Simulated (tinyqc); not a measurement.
Inside a calculation. Method: Hueckel theory of the pi electrons, for the molecule O=C(O)c1ccc2ccoc2c1 (SMILES; centres numbered as the heavy atoms are written). Computed by tinyqc, a small Python program that keeps every step. Settings: charge = 0. Command: `OMP_NUM_THREADS=1 python tinyqc.py 22203 22204 out.jsonl` (the two numbers bound the seeds that draw the settings). One thread of a shared host (Intel(R) Xeon(R) Processor @ 2.60GHz), about 0.04 s of CPU time with the checks.

## The Hueckel matrix

Centres:
```
centre,"z_r, pi electrons of the neutral centre",h
1O,1,1.0000
2C,1,0.0000
3O,2,2.0000
4C,1,0.0000
5C,1,0.0000
6C,1,0.0000
7C,1,0.0000
8C,1,0.0000
9C,1,0.0000
10O,2,2.0000
11C,1,0.0000
12C,1,0.0000
```

Bonds:
```
i,j,k
1,2,1.0000
2,3,0.8000
2,4,1
4,5,1
5,6,1
6,7,1
7,8,1
8,9,1
9,10,0.8000
10,11,0.8000
11,12,1
12,4,1
11,7,1
```

H_rr = alpha + h_r beta, H_rs = k_rs beta for bonded centres.

Hueckel matrix in units of beta (H = alpha + beta A):
```
,1O,2C,3O,4C,5C,6C,7C,8C,9C,10O,11C,12C
1O,1.0000,1.0000,0.0000,0.0000,0.0000,0.0000,0.0000,0.0000,0.0000,0.0000,0.0000,0.0000
2C,1.0000,0.0000,0.8000,1.0000,0.0000,0.0000,0.0000,0.0000,0.0000,0.0000,0.0000,0.0000
3O,0.0000,0.8000,2.0000,0.0000,0.0000,0.0000,0.0000,0.0000,0.0000,0.0000,0.0000,0.0000
4C,0.0000,1.0000,0.0000,0.0000,1.0000,0.0000,0.0000,0.0000,0.0000,0.0000,0.0000,1.0000
5C,0.0000,0.0000,0.0000,1.0000,0.0000,1.0000,0.0000,0.0000,0.0000,0.0000,0.0000,0.0000
6C,0.0000,0.0000,0.0000,0.0000,1.0000,0.0000,1.0000,0.0000,0.0000,0.0000,0.0000,0.0000
7C,0.0000,0.0000,0.0000,0.0000,0.0000,1.0000,0.0000,1.0000,0.0000,0.0000,1.0000,0.0000
8C,0.0000,0.0000,0.0000,0.0000,0.0000,0.0000,1.0000,0.0000,1.0000,0.0000,0.0000,0.0000
9C,0.0000,0.0000,0.0000,0.0000,0.0000,0.0000,0.0000,1.0000,0.0000,0.8000,0.0000,0.0000
10O,0.0000,0.0000,0.0000,0.0000,0.0000,0.0000,0.0000,0.0000,0.8000,2.0000,0.8000,0.0000
11C,0.0000,0.0000,0.0000,0.0000,0.0000,0.0000,1.0000,0.0000,0.0000,0.8000,0.0000,1.0000
12C,0.0000,0.0000,0.0000,1.0000,0.0000,0.0000,0.0000,0.0000,0.0000,0.0000,1.0000,0.0000
```

## Orbitals

pi electrons, sum of z_r less the charge = 14

Diagonalise; E = alpha + x beta with beta < 0, so the largest x are filled first; degenerate levels share their electrons. P = sum n_i c_ri c_si; each orbital has its largest coefficient positive (the first on a tie).

x values: 2.7330  2.5056  1.9161  1.5366  1.2553  0.8945  0.6562  -0.4666  -0.9770  -1.1596  -1.6684  -2.2256

occupations: 2.0000  2.0000  2.0000  2.0000  2.0000  2.0000  2.0000  0.0000  0.0000  0.0000  0.0000  0.0000

coefficients:
```
,MO1,MO2,MO3,MO4,MO5,MO6,MO7,MO8,MO9,MO10,MO11,MO12
1O,0.0696,0.3048,-0.0472,0.4858,0.6249,-0.0975,-0.2533,-0.3644,-0.1463,-0.1295,0.1528,-0.0748
2C,0.1206,0.4590,-0.0432,0.2607,0.1595,0.0103,0.0871,0.5344,0.2893,0.2796,-0.4077,0.2412
3O,0.1317,0.7262,0.4118,-0.4500,-0.1714,-0.0074,-0.0518,-0.1733,-0.0777,-0.0708,0.0889,-0.0457
4C,0.1547,0.2641,-0.3651,0.2748,-0.2876,0.1127,0.3519,0.2537,-0.0741,-0.1381,0.4563,-0.4256
5C,0.1060,0.1201,-0.3887,0.0127,-0.1804,0.5261,-0.0495,-0.2577,-0.4898,0.2349,-0.1707,0.3475
6C,0.1349,0.0367,-0.3797,-0.2553,0.0611,0.3579,-0.3844,-0.1334,0.5526,-0.1343,-0.1716,-0.3477
7C,0.2627,-0.0282,-0.3389,-0.4050,0.2571,-0.2060,-0.2027,0.3199,-0.0501,-0.0792,0.4569,0.4264
8C,0.2013,-0.0506,-0.1219,-0.3210,0.4010,-0.0398,0.4764,0.0535,-0.3112,-0.3229,-0.4397,-0.2290
9C,0.2875,-0.0986,0.1052,-0.0882,0.2462,0.1704,0.5153,-0.3449,0.3541,0.4536,0.2767,0.0832
10O,0.7304,-0.2457,0.4044,0.2317,-0.1149,0.2402,-0.1728,0.1343,-0.0434,-0.2539,-0.0274,0.0547
11C,0.3817,-0.0566,-0.1476,-0.0460,-0.1393,-0.5023,-0.2251,-0.0693,-0.1925,0.5490,-0.1511,-0.3724
12C,0.1963,0.0828,-0.2676,0.1489,-0.3401,-0.4356,0.1933,-0.3951,0.2729,-0.3544,-0.1830,0.3585
```

charge and bond-order matrix P:
```
,1O,2C,3O,4C,5C,6C,7C,8C,9C,10O,11C,12C
1O,1.6002,0.7072,-0.2014,-0.0757,-0.1662,0.0301,0.1221,-0.0356,-0.1023,0.0360,0.0258,-0.1903
2C,0.7072,0.6563,0.3643,0.4264,0.1206,-0.0742,-0.1018,0.0554,0.0955,-0.0252,-0.0651,0.1403
3O,-0.2014,0.3643,1.8978,-0.0632,-0.0701,0.0194,0.0496,-0.0183,-0.0419,0.0137,0.0166,-0.0794
4C,-0.0757,0.4264,-0.0632,1.0435,0.5745,-0.0269,-0.2457,0.0440,0.1711,-0.0731,-0.0208,0.6151
5C,-0.1662,0.1206,-0.0701,0.5745,0.9774,0.7187,0.0127,-0.1165,-0.0074,0.0986,-0.2751,-0.0814
6C,0.0301,-0.0742,0.0194,-0.0269,0.7187,1.0169,0.5728,-0.0387,-0.2087,0.0443,0.0309,-0.3156
7C,0.1221,-0.1018,0.0496,-0.2457,0.0127,0.5728,0.9965,0.4806,0.0042,-0.1522,0.5676,0.0854
8C,-0.0356,0.0554,-0.0183,0.0440,-0.1165,-0.0387,0.4806,1.1006,0.8316,-0.2044,-0.0612,-0.0135
9C,-0.1023,0.0955,-0.0419,0.1711,-0.0074,-0.2087,0.0042,0.8316,0.9329,0.3598,-0.2640,-0.1027
10O,0.0360,-0.0252,0.0137,-0.0731,0.0986,0.0443,-0.1522,-0.2044,0.3598,1.8237,0.3132,-0.0994
11C,0.0258,-0.0651,0.0166,-0.0208,-0.2751,0.0309,0.5676,-0.0612,-0.2640,0.3132,0.9905,0.6511
12C,-0.1903,0.1403,-0.0794,0.6151,-0.0814,-0.3156,0.0854,-0.0135,-0.1027,-0.0994,0.6511,0.9637
```

## Energy, charges, bond orders

E = sum n x; q_r = z_r - P_rr; bond order p = P_rs; free valence = sqrt(3) - sum of p over the bonds of the atom.

pi energy = 14 alpha + this times beta = 22.9944

pi charges: 1O -0.6002, 2C 0.3437, 3O 0.1022, 4C -0.0435, 5C 0.0226, 6C -0.0169, 7C 0.0035, 8C -0.1006, 9C 0.0671, 10O 0.1763, 11C 0.0095, 12C 0.0363

Bond orders and lengths from R = 1.517 - 0.180 p (angstrom, C-C alone):
```
bond,p,R
1-2,0.7072,-
2-3,0.3643,-
2-4,0.4264,1.4402
4-5,0.5745,1.4136
5-6,0.7187,1.3876
6-7,0.5728,1.4139
7-8,0.4806,1.4305
8-9,0.8316,1.3673
9-10,0.3598,-
10-11,0.3132,-
11-12,0.6511,1.3998
12-4,0.6151,1.4063
11-7,0.5676,1.4148
```

free valence of the carbons: 2C 0.2341, 4C 0.1159, 5C 0.4388, 6C 0.4406, 7C 0.1110, 8C 0.4199, 9C 0.5407, 11C 0.2001, 12C 0.4658

gap between the highest filled and the next level = 1.1228 |beta|
